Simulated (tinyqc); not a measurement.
Inside a calculation. Method: ROHF in the sto-3g basis, for H4, spin multiplicity 3. One step of it, computed by the program tinyqc.

Problem. Iteration 2: Roothaan effective Fock matrix. With projectors Pc = D(beta) S, Po = (D(alpha) - D(beta)) S, Pv = 1 - D(alpha) S, the block xy is Px^T F Py; with Fc = (F(alpha) + F(beta))/2, the blocks are Fc for cc, oo, vv and cv, F(beta) for co and F(alpha) for ov.

F(alpha) (hartree):
```
           1H 1s      2H 1s      3H 1s      4H 1s
1H 1s  -0.519510  -0.629568  -0.157978  -0.100800
2H 1s  -0.629568  -0.519510  -0.100800  -0.157978
3H 1s  -0.157978  -0.100800  -0.519510  -0.629568
4H 1s  -0.100800  -0.157978  -0.629568  -0.519510
```

F(beta) (hartree):
```
           1H 1s      2H 1s      3H 1s      4H 1s
1H 1s  -0.098223  -0.360212  -0.189964  -0.182648
2H 1s  -0.360212  -0.098223  -0.182648  -0.189964
3H 1s  -0.189964  -0.182648  -0.098223  -0.360212
4H 1s  -0.182648  -0.189964  -0.360212  -0.098223
```

D(alpha) after iteration 1:
```
           1H 1s      2H 1s      3H 1s      4H 1s
1H 1s   0.992005  -0.377097   0.639565  -0.729537
2H 1s  -0.377097   0.992005  -0.729537   0.639565
3H 1s   0.639565  -0.729537   0.992005  -0.377097
4H 1s  -0.729537   0.639565  -0.377097   0.992005
```

D(beta) after iteration 1:
```
          1H 1s     2H 1s     3H 1s     4H 1s
1H 1s  0.131234  0.131234  0.131234  0.131234
2H 1s  0.131234  0.131234  0.131234  0.131234
3H 1s  0.131234  0.131234  0.131234  0.131234
4H 1s  0.131234  0.131234  0.131234  0.131234
```

overlap S:
```
          1H 1s     2H 1s     3H 1s     4H 1s
1H 1s  1.000000  0.661836  0.135098  0.108059
2H 1s  0.661836  1.000000  0.108059  0.135098
3H 1s  0.135098  0.108059  1.000000  0.661836
4H 1s  0.108059  0.135098  0.661836  1.000000
```

Give: effective F.

Solution.

effective F (hartree):
```
         1H 1s    2H 1s    3H 1s    4H 1s
1H 1s  -0.3089  -0.4949  -0.1740  -0.1417
2H 1s  -0.4949  -0.3089  -0.1417  -0.1740
3H 1s  -0.1740  -0.1417  -0.3089  -0.4949
4H 1s  -0.1417  -0.1740  -0.4949  -0.3089
```
